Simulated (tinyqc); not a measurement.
Precursor delivery by bubblers, mass-transport growth and the solid composition of a III-V alloy: one step, computed by the program tinyqc.

1 sccm = 44.615 micromol/min; 1 torr = 133.322 Pa. The sources decompose fully at the surface.

Question. Bubblers. log10 p_v = a - b/T_bath; molar flow = F x 44.615 x p_v/(p_b - p_v) for a saturated bubbler.

Inputs (values chosen for the exercise, modelled on triethylgallium (source 1) and trimethylindium (source 2) for the vapour pressures):

| quantity | value | unit |
|---|---|---|
| bath temperature T1 | 282 | K |
| bath temperature T2 | 306 | K |
| bubbler pressure p_b | 1400 | torr |
| carrier flow F1 | 160 | sccm |
| carrier flow F2 | 110 | sccm |

constants a, b of source 1 (log10 torr, K): 8.087  2162

constants a, b of source 2 (log10 torr, K): 10.49  3014

Give: vapour pressure 1; molar flow 1; vapour pressure 2; molar flow 2.

Answer.

vapour pressure 1 = 2.632 torr

molar flow 1 = 13.45 micromol/min

vapour pressure 2 = 4.368 torr

molar flow 2 = 15.36 micromol/min

One kelvin of bath error changes flow 1 by 6.3 % and flow 2 by 7.4 %.
